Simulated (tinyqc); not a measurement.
Absorption edge of a degenerate semiconductor, band filling against gap narrowing: two steps of the calculation.

n-type, parabolic bands, full ionisation. eta = (EF - Ec)/kB T solves N = Nc F12(eta), F12(x) = (2/sqrt(pi)) int_0^infinity sqrt(u)/(1 + exp(u - x)) du. The gap shrinks rigidly by dEg = a3 y^(1/3) + a4 y^(1/4) + a2 y^(1/2), y = N/1e18 cm^-3, an empirical law that is here taken as the true narrowing.

Inputs (values chosen for the exercise); band and dielectric values close to those of In0.53Ga0.47As: temperature T = 400 K; band gap Eg = 0.744 eV; conduction-band density of states at 400 K, from me Nc = 3.11e17 cm^-3; electron mass me = 0.0402 m0; hole mass mh = 0.457 m0; ionised donor density N = 5.3e17 cm^-3; coefficient of (N/1e18)^(1/3) a3 = 18.6 meV; coefficient of (N/1e18)^(1/4) a4 = 5.7 meV; coefficient of (N/1e18)^(1/2) a2 = 2 meV.

Constants: q = 1.602176634e-19 C, kB = 1.380649e-23 J/K, h = 6.62607015e-34 J s, c = 299792458 m/s, Vt = kB T/q. Results are converted to the units shown.

Problem 1. Fermi level. Newton step on ln F12(eta) = ln(N/Nc): eta(new) = eta - ln(Nc F12/N) F12/Fm, Fm(x) = dF12/dx = (1/sqrt(pi)) int_0^infinity u^(-1/2)/(1 + exp(u - x)) du.

eta at the start (Boltzmann value) = 0.5331

Give: F12; Fm; eta after iteration 1.

Solution 1.

F12 = 1.1443
Fm = 0.82191
eta after iteration 1 = 1.0876

Problem 2. The optical edge. Vertical transitions need an empty final state: the edge is taken where the state lies 4 kB T below EF, E_opt = Eg - dEg + (1 + me/mh) max(eta - 4, 0) kB T; wavelength h c/(q E_opt).

converged eta = 1.1219251

Wanted: dEg; EF - Ec; filling shift; E_opt; wavelength.

Solution 2.

dEg = 21.372 meV
EF - Ec = 38.672 meV
filling shift = 0 meV
E_opt = 0.72263 eV
wavelength = 1715.7 nm

The edge lies 21.4 meV below the undoped gap: narrowing outweighs filling.

Range of the model: Band tails, non-parabolic bands and incomplete ionisation are left out.

Program tinyqc, `OMP_NUM_THREADS=1 python tinyqc.py 2330044 2330045 out.jsonl`; Intel Xeon 2.30GHz, shared host, one thread, about 0.01 s.
